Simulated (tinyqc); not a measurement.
# Changing the pulse height V

Model: switching kinetics of a ferroelectric film and the memory window of a ferroelectric gate stack. Computed by tinyqc, a small Python program. Command: `OMP_NUM_THREADS=1 python tinyqc.py 3029954 3029955 out.jsonl feswitch sweep`. One thread of a shared host (Intel(R) Xeon(R) Processor @ 2.30GHz), about 0.03 s of CPU time with the checks.

Fields in MV/cm; 1 microcoulomb/cm^2 over eps_0 is 11.29409 MV/cm. In the stack (metal, ferroelectric, interlayer, channel) the channel is taken as a conductor.

Inputs (values chosen for the exercise, for a model film):

| quantity | value | unit |
|---|---|---|
| saturation polarisation P_s | 16 | microcoulomb/cm^2 |
| ratio P_r/P_s | 0.84 | - |
| coercive field E_c | 1.5 | MV/cm |
| permittivity of the ferroelectric eps_F | 27 | - |
| thickness t_F | 11 | nm |
| permittivity of the interlayer eps_I | 5.5 | - |
| interlayer thickness t_I | 0.82 | nm |
| share s of P screened by trapped charge | 0.5 | - |
| time constant t_inf | 6.7e-11 | s |
| activation field E_a | 4.9 | MV/cm |
| Merz exponent alpha | 1 | - |
| dimension n | 2 | - |
| half width w of log10 t | 0.21 | - |
| pulse length t_p | 3.3e-07 | s |
| breakdown field of the interlayer | 18 | MV/cm |

Kinetics: nucleation-limited (NLS).

Method. Series stack: V = E_F t_F + E_I t_I and eps_I E_I = eps_F E_F + (1 - s) P/eps_0. Before switching P = -P_r, after it P = +P_s; in retention V = 0 and P = +P_r. Merz's law: t1 = t_inf exp[(E_a/E)^alpha] at the mean of the fields before and after switching. NLS: switched share = integral of [1 - exp(-(t/tau)^n)] F(z) dz over z = log10 tau, with the Lorentzian F = (1/pi) w/[(z - log10 t1)^2 + w^2].

One run for each value:

| pulse height V (V) | switched share | switching time t1 (s) | E_F after switching (MV/cm) | E_I after switching (MV/cm) |
|---|---|---|---|---|
| 2.3 | 0.9714 | 1.926e-09 | 0.634 | 19.54 |
| 3.1 | 0.9755 | 7.846e-10 | 1.167 | 22.15 |
| 3.9 | 0.9774 | 4.669e-10 | 1.699 | 24.77 |
| 4.8 | 0.9786 | 3.217e-10 | 2.298 | 27.71 |
| 5.6 | 0.9792 | 2.560e-10 | 2.830 | 30.32 |
| 6.4 | 0.9797 | 2.159e-10 | 3.363 | 32.94 |
| 7.2 | 0.9800 | 1.892e-10 | 3.895 | 35.55 |
| 8.0 | 0.9803 | 1.703e-10 | 4.428 | 38.16 |

Over the rows, switched share rises from 0.9714 to 0.9803 (exponent d ln y / d ln x 0.014 between the first rows and 0.0026 between the last); switching time t1 (s) falls from 1.93e-9 to 1.70e-10 (exponent d ln y / d ln x -3.0 between the first rows and -1.00 between the last); E_F after switching (MV/cm) rises from 0.634 to 4.43 (exponent d ln y / d ln x 2.0 between the first rows and 1.2 between the last).  Left out: 1.50 (the pulse cannot drive the film).

Caution (all rows): the interlayer field exceeds its breakdown field, so charge injection would change the fields. Caution (rows 2.30, 3.10): E_F after switching lies below E_c, so switching stalls before P_s and that state is not reached. Caution (rows 2.30, 3.10, 3.90, 4.80): the field changes much during switching, so one mean field is a crude stand-in.
